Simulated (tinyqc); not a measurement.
Wafer and channel orientation: ellipsoidal valleys in the axes of a wafer and a channel.

Valleys with axes a along [111], [1-1-1], [-11-1] and [-1-11], one whole valley each; inverse mass tensor w = 1/mt + (1/ml - 1/mt) a a. Device axes: z = nz/|nz|, x = nx/|nx|, y = z cross x; in them a = (ax, ay, az). Confinement mass mz = 1/w_zz. In the plane w_ij is replaced by u_ij = w_ij - w_iz w_jz/w_zz (i, j = x, y); density-of-states mass md = 1/sqrt(det u); conductivity mass along x mc = 1/u_xx; ballistic transport mass mx = u_yy/det u, width mass my = 1/u_yy.

Hard walls: E_n = c (n pi/t)^2/mz, c = hbar^2/2m0, n = 1, 2, 3. Non-degenerate share of a valley proportional to md sum_n exp(-E_n/kT); mean 1/mc = sum of share/mc. 1 nm = 10 angstrom.

Constants: hbar^2/2m0 = 3.80998211 eV angstrom^2; kB = 8.617333262e-05 eV/K.

Values chosen for the exercise (near those of the L valleys of Ge; not measured data):
- ml = 1.554 m0 (longitudinal mass)
- mt = 0.081 m0 (transverse mass)
- t = 6.6 nm (thickness of the film)
- T = 400 K (temperature)

For each face/channel: the lowest ladder (mz, number of valleys, md, E1, share) and the mean conductivity mass over all valleys.

Results:

| face/channel | mz | valleys | md | E1 (meV) | share | mean mc |
|---|---|---|---|---|---|---|
| (110)/[001] | 0.220 | 2 | 0.215 | 39.2 | 0.816 | 0.3352 |
| (112)/[11-1] | 0.514 | 1 | 0.141 | 16.8 | 0.604 | 0.1723 |
| (100)/[011] | 0.118 | 4 | 0.293 | 72.9 | 1.000 | 0.1505 |
| (001)/[110] | 0.118 | 4 | 0.293 | 72.9 | 1.000 | 0.1505 |
| (110)/[1-11] | 0.220 | 2 | 0.215 | 39.2 | 0.816 | 0.1210 |
| (110)/[1-10] | 0.220 | 2 | 0.215 | 39.2 | 0.816 | 0.0917 |
| (001)/[100] | 0.118 | 4 | 0.293 | 72.9 | 1.000 | 0.1505 |

What does the comparison show?

The mean conductivity mass is lowest, 0.0917, for (110)/[1-10] and highest, 0.3352, for (110)/[001]; the bulk value is 0.1184. The confinement energy is lowest on the face with the heaviest mz ((112), 17 meV). The density of states of the lowest ladder, valleys times md, runs between 0.141 and 1.174; a small value limits the charge through the quantum capacitance.

(tinyqc, `OMP_NUM_THREADS=1 python tinyqc.py 1850017 1850018 out.jsonl`, Intel(R) Xeon(R) Processor @ 2.30GHz, 1 thread, shared host, about 0.01 s.)
